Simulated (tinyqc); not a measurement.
# Worked calculation: Joule-heated wire on a substrate, fin equation

Numbers from tinyqc (`OMP_NUM_THREADS=1 python tinyqc.py 2520034 2520035 out.jsonl`; about 0.01 s on one thread of a shared Intel Xeon 2.30GHz). Printed values are rounded.

A wire of length L loses heat along itself to two contacts and sideways to the substrate: kap A theta'' - g theta + p = 0 with theta = T - T0 and p = p0. The ends are held at T0. Constant conductivity, diffusive heat flow.

Inputs (values chosen for the exercise):
- T0 = 300 K (temperature of substrate and contacts)
- kap = 180 W/(m K) (conductivity along the wire)
- A = 1100 nm^2 (cross-section)
- g = 0.18 W/(m K) (conductance per length to the substrate)
- L = 5200 nm (length between the contacts)
- Rc = 0 K/uW (thermal resistance of each contact)
- p0 = 0.018 uW/nm (heating per length)

## Healing length

LH = sqrt(kap A/g); far from the contacts uniform heating p0 would give theta = p0/g.

LH = 1048.81 nm
L/LH = 4.95801
p0/g = 100 K

## The tridiagonal system

Nodes x_i = i h, h = L/10; box widths w_i = h (h/2 at the ends); c = kap A/h; equation of node i: -c theta_(i-1) + d_i theta_i - c theta_(i+1) = b_i with d_i = 2 c + g w_i, b_i = p(x_i) w_i; theta = 0 at the end nodes.

c = 0.380769 uW/K
d, node 1 to 9 (uW/K): [0.855138, 0.855138, 0.855138, 0.855138, 0.855138, 0.855138, 0.855138, 0.855138, 0.855138]
b, node 1 to 9 (uW): [9.36, 9.36, 9.36, 9.36, 9.36, 9.36, 9.36, 9.36, 9.36]

## Temperature rise

Solve -c theta_(i-1) + d_i theta_i - c theta_(i+1) = b_i for nodes 1 to 9, with theta = 0 at nodes 0 and 10.

theta, node 0 to 10 (K): [0.0000, 38.0412, 60.8517, 74.0389, 80.8444, 82.9411, 80.8444, 74.0389, 60.8517, 38.0412, 0.0000]

The hottest node is 5, at 82.94 K above T0; a mesh of 800 steps gives a peak of 83.35 K, so the coarse value is 0.49 % below it. On the fine mesh 60.2 % of the heat leaves through the substrate and the rest through the contacts.

## Closed form at the middle

theta(L/2) = (p0/g)[1 - 1/(cosh(L/(2 LH)) + Rc g LH sinh(L/(2 LH)))], LH = sqrt(kap A/g).

theta(L/2) = 83.3516 K
